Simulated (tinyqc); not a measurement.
Froehlich polaron in a polar crystal: one step, computed by the program tinyqc.

One electron in a parabolic band of mass m*, coupled to dispersionless LO phonons in the continuum model. Energies are in units of hbar omega unless marked, wave numbers in k_0 = sqrt(2 m* omega/hbar).

Problem. Coupling constant and length scale. 1/eps* = 1/eps_inf - 1/eps_s; k_0 = sqrt(2 m* omega/hbar) = sqrt(m* hbar omega / (hbar^2/(2 m_0))) with m* in m_0; alpha = (e^2/(4 pi eps_0)) k_0/(2 eps* hbar omega); polaron length 1/k_0.

Inputs (values chosen for the exercise, for a model crystal): band mass m* = 0.467 m_0; LO phonon energy hbar omega = 87.9 meV; eps_inf = 8.61; static dielectric constant eps_s = 37.2.

Constants: hbar^2/(2 m_0) = 3.80998212 eV angstrom^2; e^2/(4 pi eps_0) = 14.39964548 eV angstrom.

Give: eps*; k_0; coupling constant alpha; polaron length 1/k_0.

Solution.

eps* = 11.20

k_0 = 0.1038 1/angstrom

coupling constant alpha = 0.7589

polaron length 1/k_0 = 9.634 angstrom

Weak coupling: perturbation theory should serve.
